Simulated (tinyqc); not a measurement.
# Changing the temperature T

Model: Heisenberg spin cluster by exact diagonalisation: multiplets, susceptibility, level crossings. Computed by tinyqc, a small Python program. Command: `OMP_NUM_THREADS=1 python tinyqc.py 3015449 3015450 out.jsonl spincl sweep`. One thread of a shared host (Intel(R) Xeon(R) Processor @ 2.30GHz), about 0.02 s of CPU time with the checks.

H = J1 sum S_i.S_j over the bonds 1-2, 3-4 + J2 sum over 2-3 - g mu_B B S_z; J > 0 is antiferromagnetic.

Inputs (values chosen for the exercise, for a model cluster):

| quantity | value | unit |
|---|---|---|
| exchange J1 | 2.15 | meV |
| exchange J2 | -1.3 | meV |
| g factor | 2 | - |
| field B | 1.3 | T |

Cluster: chain of four, J1 outer bonds and J2 in the middle. Spin s of each site: 1.

Constants: k_B = 8.617333262e-05 eV/K; mu_B = 5.7883818060e-05 eV/T.

Method:
- Every multiplet has one member in the block S_z = 0; diagonalise it and read the total spin from <S^2> = S (S + 1).
- Z = sum k (2S + 1) exp(-E/(k_B T)) over the table, k the number of multiplets; <S^2> likewise with the factor S (S + 1); chi T = N_A g^2 mu_B^2 <S^2>/(3 k_B) = 0.125049 g^2 <S^2> cm^3 K/mol (cgs, per mole of clusters); C = (<E^2> - <E>^2)/(k_B T)^2; entropy = ln Z + <E>/(k_B T).
- Each multiplet splits as E - g mu_B B m; <S_z> is the Boltzmann mean. The first level crossing is at the smallest (E_S - E_0)/(g mu_B (S - S_0)) over higher spins (0 if the ground state has the highest spin).

One run for each value:

| temperature T (K) | chi T (cm^3 K/mol) | heat capacity (k_B) | entropy (k_B) | <S_z> |
|---|---|---|---|---|
| 3.2 | 9.368e-03 | 0.320 | 0.064 | 0.00358 |
| 5.3 | 9.276e-02 | 1.211 | 0.435 | 0.02069 |
| 8.7 | 3.571e-01 | 1.821 | 1.217 | 0.04800 |
| 14.0 | 8.194e-01 | 1.936 | 2.118 | 0.06822 |
| 24.0 | 1.620e+00 | 1.698 | 3.127 | 0.07858 |
| 39.0 | 2.434e+00 | 1.030 | 3.796 | 0.07263 |
| 64.0 | 3.076e+00 | 0.463 | 4.153 | 0.05593 |
| 100.0 | 3.441e+00 | 0.200 | 4.294 | 0.04005 |
| 170.0 | 3.692e+00 | 0.070 | 4.360 | 0.02528 |

What does the table show?

Over the rows, chi T (cm^3 K/mol) rises from 0.00937 to 3.69 (exponent d ln y / d ln x 4.5 between the first rows and 0.13 between the last); heat capacity (k_B) goes from 0.320 through a maximum among these rows, 1.94 at 14.0, to 0.0700; entropy (k_B) rises from 0.0641 to 4.36 (exponent d ln y / d ln x 3.8 between the first rows and 0.029 between the last).

Extremes, crossings and ranges named in words are read from the listed rows.
